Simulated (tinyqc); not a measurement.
Cooling rate: nucleation and growth of vacancy voids in a cooling silicon-like crystal. Computed by tinyqc, a small Python program. Command: `OMP_NUM_THREADS=1 python tinyqc.py 3031377 3031378 out.jsonl voids walk`. One thread of a shared host (Intel(R) Xeon(R) Processor @ 2.30GHz), about 0.5 s of CPU time with the checks.

Spherical voids; vacancies are lost only to voids.

Inputs (values chosen for the exercise, close to those used for silicon):
```
quantity                                    value    unit
vacancy density at the melting point C_m  6.8e+14  1/cm^3
formation energy E_f                         4.02      eV
melting point T_m                            1685       K
diffusion prefactor D0                    0.00077  cm^2/s
migration energy E_m                         0.37      eV
site density rho                            5e+22  1/cm^3
void surface energy gamma                   0.988   J/m^2
cooling rate q                                1.1   K/min
vacancy excess C0                         2.9e+13  1/cm^3
temperature step                              0.2       K
```

Vacancy supply: given.

Constants: k_B = 8.617333262e-05 eV/K; k_B = 1.380649e-23 J/K.

Method:
- C = C0 as given.
- C_e = C_m exp[-(E_f/k_B)(1/T - 1/T_m)]; D = D0 exp(-E_m/(k_B T)); f = k_B T ln(C/C_e); r* = 2 gamma/(rho f); W* = 16 pi gamma^3/(3 rho^2 f^2); Z = f/sqrt(12 pi W* k_B T); I = rho Z (4 pi r* D C) exp(-W*/(k_B T)).
- March down from 1500 K in steps dT, dt = dT/q, with values at the upper end of each step: a class of I dt voids is born with r*; then all classes grow by r^2 += 2 D (C - C_e) dt/rho; C falls by the vacancies added to voids. Stop at 1150 K. T_n is the T of the largest I, N the final count (classes under 1e-6 /cm^3 are dropped), and the mean radius the number average.

initial excess C = 2.90e+13 1/cm^3

At fixed C:
```
q (K/min)  T_n (K)  N (1/cm^3)  mean radius (nm)
0.11        1320.4  3.0766e+04            163.79
0.28        1315.8  1.2272e+05            103.20
0.55        1312.2  3.3348e+05             73.91
1.10        1308.6  9.3060e+05             52.47
2.20        1304.6  2.5965e+06             37.24
4.40        1300.4  7.2433e+06             26.44
11.00       1294.4  2.8096e+07             16.81
```

What follows from these numbers?

Over the rows N goes as q^1.48 and the radius as q^-0.49, near the 3/2 and -1/2 of the scaling argument (depletion time 1/(4 pi N r D) equal to the time in the nucleation range, at fixed N r^3). T_n drops only 26 K for a factor 100 in q. Fast cooling gives many small voids, which an anneal can dissolve.

Extremes, crossings and ranges named in words are read from the listed rows.
